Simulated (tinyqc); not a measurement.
Round or elliptic silicon nanowire with anisotropic valleys (Ritz method): one step. Stretching the ellipse. Two cases, with inputs chosen for the exercise.

Question. Scaling y by 1/sqrt(w_y) and z by 1/sqrt(w_z) makes the mass 1 and the semi-axes A = a/sqrt(w_y), B = b/sqrt(w_z). List them with the one-function estimate 3c (1/A^2 + 1/B^2) and the slender limit c (pi/2s)^2 (1 + 2s/(pi l)), s and l the smaller and larger of A, B; c = hbar^2/2m0.

Wire along x = [110] on a (001) wafer, y = [-110], z = [001]. Valley groups (w = inverse masses): A, two valleys along z: w_y = 1/mt, w_z = 1/ml, m_x = mt; B, four valleys in the wafer plane: w_y = (1/ml + 1/mt)/2, w_z = 1/mt, m_x = (ml + mt)/2.

Constants: hbar^2/2m0 = 3.80998211 eV angstrom^2.

Case 1.

Values chosen (near those of a Si nanowire; not measured data): ml = 0.9 m0 (longitudinal mass); mt = 0.187 m0 (transverse mass); a = 17 angstrom (semi-axis along y); b = 17 angstrom (semi-axis along z).

Case 2.

Values chosen (near those of a Si nanowire; not measured data): ml = 0.927 m0 (longitudinal mass); mt = 0.187 m0 (transverse mass); a = 40 angstrom (semi-axis along y); b = 40 angstrom (semi-axis along z).

Give: Groups.

Answer.

Case 1.

Groups:

| group | g | A | B | axis ratio | one function (eV) | slender limit (eV) |
|---|---|---|---|---|---|---|
| A | 2 | 7.35 | 16.13 | 2.194 | 0.2554 | 0.2244 |
| B | 4 | 9.46 | 7.35 | 1.287 | 0.3392 | 0.2600 |

Case 2.

Groups:

| group | g | A | B | axis ratio | one function (eV) | slender limit (eV) |
|---|---|---|---|---|---|---|
| A | 2 | 17.30 | 38.51 | 2.226 | 0.0459 | 0.0404 |
| B | 4 | 22.31 | 17.30 | 1.290 | 0.0612 | 0.0469 |

The one-function value suits axis ratios near 1 and the slender limit ratios well above 2.

Computed by tinyqc, one run a case: `OMP_NUM_THREADS=1 python tinyqc.py N N+1 out.jsonl` with N = 1251279, 1251403; one thread of a shared Intel(R) Xeon(R) Processor @ 2.30GHz, about 0.03 s a run at most.
